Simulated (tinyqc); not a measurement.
What moves the results: deformation potentials from a strained empirical pseudopotential. A value that a table varies takes the place of the one given here.

Diamond lattice, no spin-orbit coupling. Atomic form factor V(q) = a1 (q^2 - a2)/(a3 exp(a4 q^2) - 1) in rydberg with q in 1/bohr, for the unstrained cell. Under a strain e the reciprocal vectors and k go over into (1 + e)^(-1) G, the atoms sit at +/- tau with tau = (1 + e) a (1,1,1)/8 - zeta a (eyz, ezx, exy)/4, and H(G,G') = c |k + G|^2 delta + (V(q)/det(1 + e)) cos(q.tau), q = G - G', with the term q = 0 left out; c = hbar^2/2m0. The basis is fixed before straining: all G with |k + G|^2 up to 16 (2 pi/a)^2. k is given in units of 2 pi/a of the unstrained cell.

Constants: hbar^2/2m0 = 3.80998211 eV angstrom^2; Ry = 13.60569312 eV; a0 (Bohr radius) = 0.5291772105 angstrom.

Values chosen for the exercise (near those of Si; not measured data):
- a = 5.44 angstrom (lattice constant)
- A = (0.532, 2.207, 2.061, 0.487) (a1 (Ry bohr^2), a2 (1/bohr^2), a3, a4 (bohr^2))
- h = 0.005 (size of the test strain)
- kD = 0.82 2 pi/a (position of the Delta minimum)
- a1 = 0.532
- a2 = 2.207
- a3 = 2.061
- a4 = 0.487

## The internal displacement

Xu of L (level 5, the lowest empty one) and d from exy = eyz = ezx = h for several zeta: Xu = [E(L [111]) - E(L [1-1-1])]/((8/3) h), d = (single valence level - pair)/(3 sqrt(3) h). zeta = 0 strains the bonds with the lattice; zeta = 1 keeps all four bond lengths equal to first order.

Results:
```
zeta  Xu (L) (eV)  d (eV)
0.00        10.96    0.77
0.25        11.39   -1.56
0.50        11.84   -3.90
0.60        12.02   -4.83
0.75        12.31   -6.22
1.00        12.80   -8.55
```

From zeta = 0 to 1, d goes from 0.77 to -8.55 eV and Xu (L) from 10.96 to 12.80 eV, both nearly linearly: the displacement is an optical-phonon mode, and d = d(0) - zeta d0/4 gives its deformation potential d0 = 37 eV. Leaving the relaxation out (zeta = 0 for 0.5) moves d by +4.67 eV, which reverses its sign, and Xu (L) by -0.88 eV. Tetragonal strain has no such freedom.

## Size of the test strain

e = diag(-h/2, -h/2, h). Xu = [E(Delta z) - E(Delta x)]/(1.5 h) at fixed kD, b = [E(Z) - E(X, Y)]/(4.5 h); one-sided from +h alone, central from +h and -h.

Results (eV):
```
h       Xu one-sided  Xu central  b one-sided  b central
0.0010         7.996       8.001       -3.286     -3.282
0.0025         7.989       8.001       -3.292     -3.282
0.0050         7.977       8.002       -3.302     -3.282
0.0100         7.953       8.003       -3.322     -3.282
0.0200         7.908       8.007       -3.362     -3.283
0.0300         7.865       8.013       -3.403     -3.284
```

From h = 0.001 to 0.03 the one-sided Xu drifts by -0.131 eV and the central one by +0.012 eV; for b the drifts are -0.117 and -0.002 eV. The central difference cancels the term of second order in the strain, so its error goes as h^2. At h = 0.02 the linear law errs by 1.2 % for the valley splitting and 2.5 % for the valence splitting.

## What each parameter of the potential does

Gaps from the valence top to level 8 at Gamma and level 5 at (kD,0,0) and L, and their deformation potentials [E(+h) - E(-h)]/(3 ln((1 + h)/(1 - h))) for e = +/- h 1, h = 0.002. The row for the lattice constant keeps V(q) without the volume factor, so it is not a strain. Each row changes one parameter from the base and keeps the others.

Results:
```
case                Gamma (eV)  Delta (eV)  L (eV)  potential Gamma (eV)  potential Delta (eV)  potential L (eV)
base                     3.959       1.156   1.976                 -8.85                  2.55             -1.98
a = 5.386 angstrom       4.086       0.860   1.876                 -8.55                  2.86             -1.80
a1 = 0.537               4.001       1.224   2.026                 -8.92                  2.54             -1.99
a2 = 2.229               3.841       1.230   1.972                 -8.92                  2.50             -2.01
a3 = 2.04                4.006       1.252   2.043                 -8.94                  2.56             -1.98
a4 = 0.482               4.052       1.243   2.053                 -9.02                  2.47             -2.06
```

The largest shifts from the base row, up to three for each result and ties (the steps differ in size, so this ranks the rows, not the parameters). Gamma (eV): a +0.127, a2 -0.118, a4 +0.093. Delta (eV): a -0.296, a3 +0.097, a4 +0.087. L (eV): a -0.100, a4 +0.076, a3 +0.067. potential Gamma (eV): a +0.30, a4 -0.17, a3 -0.09. potential Delta (eV): a +0.31, a4 -0.08, a2 -0.06. potential L (eV): a +0.18, a4 -0.08, a2 -0.04; unchanged at the printed digits by a3.

(tinyqc, `OMP_NUM_THREADS=1 python tinyqc.py 1850137 1850138 out.jsonl`, Intel(R) Xeon(R) Processor @ 2.30GHz, 1 thread, shared host, about 0.3 s.)
